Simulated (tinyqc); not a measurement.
## Thermal resistances of a two-die stack

Question. Heat leaves through the lower die only, and the system is linear. Find the resistance R1 from the lower die to the coolant, R2 between the dies, and the rise of the upper die when both are powered.

Inputs (values chosen for the exercise): power of the lower die P1 = 12 W; power of the upper die P2 = 4.5 W.

rises of the lower and upper die with only the lower one powered (K): 5.64  5.64
rises of the lower and upper die with only the upper one powered (K): 2.115  4.005

Answer. With only the lower die powered no heat crosses R2, so both dies rise by P1 R1; the difference in the second test is P2 R2; rises add.

R1 = 0.470 K/W
R2 = 0.420 K/W
rise of the upper die = 9.64 K

Computed by the program tinyqc: `OMP_NUM_THREADS=1 python tinyqc.py 2162052 2162053 out.jsonl`, one thread of a shared Intel Xeon 2.30GHz, about 0.03 s for the whole run.
